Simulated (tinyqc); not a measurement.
Temperatures in a stack of 3 dies with leakage feedback: one step of the calculation.

One-dimensional heat flow to a sink below die 0. The power of each die is released in a plane at its top; from the plane of die j > 0 heat crosses its silicon (ts), a bond layer and the wiring of die j - 1; from die 0 it crosses t0, paste and sink. Copper shares the path through bond and wiring in parallel: k_eff = fm km + (1 - fm) k. Silicon is taken at the temperature of the plane above it. Leakage is P_l exp((T - 350 K)/Tl).

Task. Resistances per area at 300 K. R = thickness/conductivity for each layer.

Inputs (values chosen for the exercise); conductivities of the order met in silicon, wiring layers, bonds and pastes:
```
symbol  value      unit                                       meaning
k0        144   W/(m K)              conductivity of silicon at 300 K
ts        100        um                    thickness of a thinned die
t0        500        um         thickness of the die next to the sink
tb         10        um                thickness of the wiring layers
kb        1.3   W/(m K)             conductivity of the wiring layers
tg          2        um                     thickness of a bond layer
kg        0.9   W/(m K)           conductivity of the bond dielectric
fm        0.2            area share of copper through bond and wiring
km        390   W/(m K)                        conductivity of copper
Rt       0.05  K cm^2/W                                 paste and lid
Rs       0.72  K cm^2/W                                     heat sink
```

Wanted: thick die; thinned die; k_eff of the bond; k_eff of the wiring; bond plus wiring; paste plus sink.

Result.

thick die = 0.034722 K cm^2/W
thinned die = 0.0069444 K cm^2/W
k_eff of the bond = 78.720 W/(m K)
k_eff of the wiring = 79.040 W/(m K)
bond plus wiring = 0.0015192 K cm^2/W
paste plus sink = 0.77000 K cm^2/W

Numbers from tinyqc (`OMP_NUM_THREADS=1 python tinyqc.py 2162201 2162202 out.jsonl`; about 0.02 s on one thread of a shared Intel Xeon 2.30GHz).
